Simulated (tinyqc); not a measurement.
Comparisons within one model: plasmons of a degenerate electron gas in the random-phase approximation. A value that a table varies takes the place of the one given here.

Zero temperature, parabolic band: kF = (3 pi^2 n)^(1/3), EF = c kF^2/m, Ep^2 = 8 pi c e2 n/(m eb), qTF^2 = 6 pi e2 n/(eb EF), c = hbar^2/2m0, e2 = e^2/(4 pi eps0), n in 1/angstrom^3 (1e-24 per 1/cm^3).

Lindhard function: eps(q, E)/eb = 1 + (qTF/q)^2 (f1 + i f2) with z = q/(2 kF), u = E/(hbar vF q), hbar vF = 2 c kF/m; f1 = 1/2 + [h(z - u) + h(z + u)]/(8 z), h(x) = (1 - x^2) ln|(x + 1)/(x - 1)|; f2 = pi u/2 for z + u < 1, (pi/(8 z))(1 - (z - u)^2) for |z - u| < 1 < z + u, else 0. Pairs exist for c (q^2 - 2 q kF)/m < E < c (q^2 + 2 q kF)/m.

Constants: hbar^2/2m0 = 3.80998211 eV angstrom^2; e^2/(4 pi eps0) = 14.39964547 eV angstrom; a0 (Bohr radius) = 0.5291772105 angstrom.

Values chosen for the exercise (a free-electron density near that of Al; shifted at random, so the results belong to these values and not to a real crystal):
```
symbol  value     unit        meaning
n       1.84e+23  1/cm^3      electron density
m       1         m0          mass
eb      1                     background dielectric constant
ed      1                     dielectric constant of the surroundings
d       20        angstrom    film thickness
qp      0.894     1/angstrom  wave vector of the plasmon
```

## Dispersion and weight of the plasmon

Short formula: E^2 = Ep^2 + (3/5)(hbar vF q)^2 + (c q^2/m)^2; qc is where the plasmon meets the top of the continuum. The weight is the share of the f-sum that the plasmon carries, 2E/(Ep^2 d(eps/eb)/dE); a dash marks no undamped root.

Energies (eV):
```
q (1/angstrom),q/kF,top of continuum,plasmon,short formula,weight
0.130,0.074,1.807,15.99,15.99,1.000
0.324,0.184,4.744,16.29,16.28,1.000
0.519,0.295,7.985,16.87,16.85,0.997
0.714,0.406,11.52,17.77,17.68,0.986
0.908,0.516,15.32,19.07,18.78,0.951
1.04,0.591,18.07,20.27,19.68,0.893
1.17,0.665,20.90,21.78,20.70,0.764
1.26,0.716,22.94,23.13,21.48,0.554
1.43,0.813,26.96,-,23.13,-
1.69,0.960,33.54,-,26.08,-
```

qc = 1.297 1/angstrom

What can be read from the table?

Ep = 15.93 eV. The plasmon rises from 15.99 to 23.13 eV just before qc, 45 % above Ep. The short formula errs by -0.55 % at q/kF = 0.41 and -7.11 % next to qc. The weight falls from 1.000 to 0.554 as pairs take over the sum.

## Density dependence

n is multiplied by the factor listed.

Results:
```
factor,rs,EF (eV),Ep (eV),Ep/EF,qc/kF,alpha = 3 EF/(5 Ep)
0.10,4.440,2.541,5.037,1.982,0.983,0.303
0.20,3.524,4.034,7.123,1.766,0.902,0.340
0.50,2.597,7.431,11.26,1.516,0.804,0.396
1.0,2.061,11.80,15.93,1.350,0.737,0.444
2.0,1.636,18.73,22.53,1.203,0.676,0.499
5.0,1.205,34.49,35.62,1.033,0.601,0.581
10,0.957,54.75,50.37,0.920,0.551,0.652
```

What does this show, and why?

Over two decades Ep grows by 10.0 (n^(1/2)) and EF by 21.5 (n^(2/3)), so Ep/EF falls from 1.982 to 0.920 as sqrt(rs), and qc/kF from 0.983 to 0.551: in a dense gas the plasmon enters the continuum earlier on the scale of kF. alpha is the coefficient in E = Ep + alpha hbar^2 q^2/(m m0). The random-phase values are only rough in the rows with rs above about 2 (up to 4.4 here).

## Thin film modes against wave vector (bulk, surface, particle and sheet plasmons)

Drude medium eps = eb (1 - Ep^2/E^2), no retardation. A film of thickness d has modes eps = -ed coth(q d/2) (lower) and eps = -ed tanh(q d/2) (upper); a sheet with ns = n d has E^2 = 4 pi c e2 ns q/(m ed). One surface: eps = -ed; small sphere: eps = -2 ed.

Modes (eV):
```
q d,q (1/angstrom),lower,upper,sheet
0.020,0.00100,1.585,15.85,1.593
0.050,0.00250,2.487,15.73,2.518
0.10,0.00500,3.474,15.54,3.562
0.20,0.0100,4.795,15.19,5.037
0.50,0.0250,7.065,14.28,7.964
1.0,0.0500,8.955,13.17,11.26
2.0,0.100,10.47,12.00,15.93
4.0,0.200,11.16,11.37,22.53
8.0,0.400,11.26,11.26,31.86
```

bulk, surface, sphere (eV): 15.93  11.26  9.196

What does this show?

At small q d the lower mode tends to the sheet law sqrt(q) (within 5 % up to q d = 0.1 of the values listed) and the upper one starts near the bulk value. At q d = 8 the two are 0.0038 eV apart around the surface value 11.26 eV. Retardation, left out here, matters where q is below about three times sqrt(ed) E/(hbar c), hbar c = 1973.27 eV angstrom: that holds for 3 of the rows (from the top) for the lower mode and 4 for the upper one.

## What moves the plasmon

The plasmon is taken at qp. Each row changes one parameter from the base and keeps the others.

Results:
```
case,Ep (eV),plasmon at qp (eV),qc (1/angstrom)
base,15.93,18.96,1.297
n = 2.21e+23 1/cm^3,17.46,20.54,1.348
m = 1.15 m0,14.85,17.31,1.368
eb = 1.1,15.19,18.38,1.252
qp = 0.626 1/angstrom,15.93,17.32,1.297
```

What can be read from the table?

The largest shifts from the base row, up to three for each result and ties (the steps differ in size, so this ranks the rows, not the parameters). Ep (eV): n +1.53, m -1.08, eb -0.741; unchanged at the printed digits by qp. plasmon at qp (eV): m -1.65, qp -1.64, n +1.57. qc (1/angstrom): m +0.0702, n +0.0503, eb -0.0459; unchanged at the printed digits by qp.

(tinyqc, `OMP_NUM_THREADS=1 python tinyqc.py 1650275 1650276 out.jsonl`, Intel(R) Xeon(R) Processor @ 2.30GHz, 1 thread, shared host, about 0.01 s.)
